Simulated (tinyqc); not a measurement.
Inside a calculation. Model: microkinetic model of low-temperature epitaxy from hydride gases: adsorption, hydrogen desorption and rate control. Computed by tinyqc, a small Python program that keeps every step. Command: `OMP_NUM_THREADS=1 python tinyqc.py 3002520 3002521 out.jsonl hepi walk`. One thread of a shared host (Intel(R) Xeon(R) Processor @ 2.30GHz), about 0.01 s of CPU time with the checks. Intermediate numbers are printed to about 7 digits and carried at full precision; extremes and crossings named in words are read from the listed rows.

Each hydride molecule needs two free sites and leaves four hydrogen atoms, of which two leave at once as H2; theta is the hydrogen coverage, the site density is 6.78 per nm^2 and one layer is 1.358 angstrom thick.

Inputs (values chosen for the exercise, close to those used for silane and germane on Si(001)): silane pressure p_S = 0.12 Pa; sticking prefactor of silane s0 = 0.017; adsorption barrier E_s = 0.12 eV; desorption prefactor nu_d = 3.4e+12 1/s; desorption energy on silicon E_d = 2.19 eV; hydrogen carrier pressure p_H = 0 Pa; sticking of hydrogen s_H = 1.1e-07; temperature T = 450 C; germane pressure p_G = 0.0027 Pa; sticking ratio of germane to silane r_G = 6; lowering of E_d per unit germanium fraction, dE = 0.39 eV.

Film: silicon-germanium. Order of hydrogen desorption: first.

Constants: k_B = 8.617333262e-05 eV/K; u = 1.6605390666e-27 kg; k_B = 1.380649e-23 J/K.

## Rate constants

Flux per site F = p/(sqrt(2 pi M k_B T) x 6.78e18 per m^2), M = 32.12 u (silane), 76.63 u (germane), 2.016 u (hydrogen); s = s0 exp(-E_s/(k_B T)); k_S = s F_S, k_G = r_G s F_G; germanium fraction x = k_G/(k_S + k_G); k = k_S + k_G; k_H = s_H F_H; k_d = nu_d exp(-(E_d - dE x)/(k_B T)). Temperatures in kelvin are T(C) + 273.15.

k = 0.8245716 1/s

germanium fraction x = 0.08037703

k_H = 0 1/s

k_d = 0.003071787 1/s

## Coverage and growth rate

With k the hydride and k_H the hydrogen adsorption rate on free pairs and k_d the desorption rate, steady state: 2 (k + k_H)(1 - theta)^2 = k_d theta; growth rate R = k (1 - theta)^2 layers/s; 1 layer/s = 8.148 nm/min. With c = 2 (k + k_H)/k_d the free share is 1 - theta = 2/(1 + sqrt(1 + 4c)).

c = 536.8677

hydrogen coverage theta = 0.9577628

growth rate R in layers = 0.001471022 layers/s

growth rate G = 0.01198588 nm/min

Hydrogen covers most sites: its desorption limits growth.

## Degrees of rate control

X_i = d ln R/d ln k_i at fixed other constants. With f = 1 - theta and a = 2/f + 1/theta: d ln f/d ln k_d = 1/(a f), so X_d = 2/(a f), X_k = 1 - X_d k/(k + k_H), X_H = -X_d k_H/(k + k_H); they sum to 1.

X_d (desorption) = 0.9784258

X_k (hydride adsorption) = 0.02157423

X_H (hydrogen adsorption) = 0

## Two regimes over temperature

Limits: desorption-limited R = k_d k/(2 (k + k_H)), adsorption-limited R = k.

Growth:
```
T (C)      theta    G (nm/min)  desorption limit (nm/min)  adsorption limit (nm/min)
400    0.9875004  9.429962e-04               9.549324e-04                    6.03558
450    0.9577628  1.198588e-02               1.251446e-02                    6.71861
500    0.8813388  1.036248e-01               1.175766e-01                    7.35946
550    0.7234112  6.087254e-01               8.414654e-01                    7.95705
600    0.4795813  2.305288e+00               4.806876e+00                    8.51176
650    0.2333241  5.304763e+00               2.273560e+01                    9.02490
700    0.0864741  7.926656e+00               9.166504e+01                    9.49835
750    0.0290415  9.365691e+00               3.224937e+02                    9.93433
800    0.0100375  1.012874e+01               1.009093e+03                   10.33518
850    0.0037243  1.062371e+01               2.852540e+03                   10.70329
```

The apparent activation energy of G is 2.13 eV between the first rows and 0.10 eV between the last; full hydrogen cover gives a value near the desorption energy (plus E_s where k_H far exceeds k), a bare surface one near E_s less k_B T/2 from the flux. The coverage passes one half between 550 and 600 C, the knee of the Arrhenius plot.

Checks made by the program: steady coverage against time integration of d theta/dt (relative difference below 1e-10); degree of control against a finite difference (relative difference below 1e-10).
